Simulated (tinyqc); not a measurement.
Time-dependent dielectric breakdown: cell percolation, Weibull statistics, area scaling and voltage extrapolation: one step, computed by the program tinyqc.

The oxide is divided into columns of area a^2, each holding m = t_ox/a cells (m is taken as continuous). A share lambda(t) = (t/t_1)^alpha of the cells is defective, and a column whose cells are all defective breaks down.

Problem. A sample of breakdown times. Each device fails at t = t63 (-ln(1 - u))^(1/beta). Sort the times; median rank F_i = (i - 0.3)/(n_s + 0.4) for n_s devices; W = ln(-ln(1 - F_i)).

characteristic life t63 = 13169.91 s

uniform random numbers u: [0.5992, 0.9774, 0.1435, 0.1737, 0.2279, 0.5714, 0.1591, 0.7225, 0.7906, 0.7356, 0.4813]

Weibull slope beta = 1.958333

Give: Weibull plot.

Solution.

Weibull plot:
```
i   t (s)     F_i   ln t       W
1    5082  0.0614   8.53  -2.759
2    5381  0.1491   8.59  -1.823
3    5652  0.2368   8.64  -1.308
4    6602  0.3246   8.80  -0.935
5   10623  0.4123   9.27  -0.632
6   12101  0.5000   9.40  -0.367
7   12581  0.5877   9.44  -0.121
8   14951  0.6754   9.61   0.118
9   15236  0.7632   9.63   0.365
10  16546  0.8509   9.71   0.643
11  26004  0.9386  10.17   1.026
```

Caution: t_1 is an input here; in a real oxide it changes with thickness at fixed voltage.
